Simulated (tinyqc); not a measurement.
Inside a calculation. Method: plane-wave Kohn-Sham cycle with exchange-only LDA in a layered model solid. One step of it, computed by the program tinyqc.

Question. Iteration 2: levels at that k. Diagonalise the Hermitian matrix.

H (hartree), lower triangle:
```
           -3         -2         -1         +0         +1         +2        +3
-3   4.411195
-2  -0.063491   1.717680
-1   0.000452  -0.063491   0.158277
+0   0.000079   0.000452  -0.063491  -0.267015
+1   0.000001   0.000079   0.000452  -0.063491   0.441805
+2   0.000000   0.000001   0.000079   0.000452  -0.063491   2.284736
+3   0.000000   0.000000   0.000001   0.000079   0.000452  -0.063491  5.261778
```

Give: eigenvalues.

Answer.

eigenvalues (hartree): -0.2818  0.1647  0.4454  1.7188  2.2856  4.4127  5.2631
